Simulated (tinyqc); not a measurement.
From ratio -V_in/V_out back to substrate conductivity kappa: time-domain thermoreflectance: layered heat flow under a modulated pulse train, and what the signal ratio measures. Computed by tinyqc, a small Python program. Command: `OMP_NUM_THREADS=1 python tinyqc.py 3111381 3111382 out.jsonl tdtr inv`. One thread of a shared host (Intel(R) Xeon(R) Processor @ 2.30GHz), about 0.3 s of CPU time with the checks.

Pulses repeat at 80 MHz; heat is laid down at the surface, all layers are isotropic.

Inputs (values chosen for the exercise, modelled on aluminium on beta-Ga2O3):
```
quantity                                value        unit
metal thickness d                          72          nm
metal conductivity                        190     W/(m K)
metal heat capacity                      2.42  MJ/(m^3 K)
boundary conductance G under the metal     30  MW/(m^2 K)
substrate heat capacity C                3.29  MJ/(m^3 K)
modulation frequency f                     10         MHz
spot radius w (1/e^2, pump and probe)      23  micrometre
delay t                                   210          ps
```

Stack: metal, substrate.

Method:
- For radial wave number k and angular frequency W each layer has u = sqrt(4 pi^2 k^2 + i W C/kappa) and gamma = kappa u. Surface impedance from below: Z = 1/gamma for the substrate; a layer of thickness L maps Z to (Z + tanh(u L)/gamma)/(1 + gamma Z tanh(u L)); a boundary adds 1/G.
- Response per absorbed watt H(W) = 2 pi int_0^(2/w) Z(k, W) exp(-pi^2 k^2 w^2) k dk by 20 Gauss-Legendre points.
- Signal: X + iY = sum_(m = -M..M) H(2 pi (f + m f_r)) exp(i 2 pi m f_r t) exp(-pi (m/M)^2 x 4), f_r = 80 MHz, M = 4000, with H(-W) the complex conjugate of H(W); V_in = X, V_out = Y, ratio = -V_in/V_out.

Task: A run gave the result below. Find the substrate conductivity kappa, known to lie between 11 and 28 W/(m K).

ratio -V_in/V_out = 3.5542

Result:

Each step takes the trial c = (a f_b - b f_a)/(f_b - f_a), f being the result less the target and a, b, c the logarithms of the listed values; c replaces end b, the old b replaces a if the sign of f changed, and otherwise f_a is halved.

Scan of the range:
```
substrate conductivity kappa (W/(m K))  ratio -V_in/V_out
11.0                                              3.19652
12.9                                              3.34763
15.0                                              3.49496
17.5                                              3.64961
20.5                                              3.81234
24.0                                              3.97815
28.0                                              4.14351
```

False position (Illinois rule, in the logarithm of the input) inside the bracket:
```
step    end a    end b    trial  ratio -V_in/V_out
1     15.0000  17.5000  15.9125            3.55373
2     17.5000  15.9125  15.9199            3.55420
3     17.5000  15.9199  15.9201            3.55420
4     15.9199  15.9201  15.9200            3.55420
```

Ratio -V_in/V_out rises at every point of a 13-point scan of the range (every second point is shown), so one value fits; it is bracketed by 15.0 and 17.5. Answer: substrate conductivity kappa = 15.92 W/(m K).
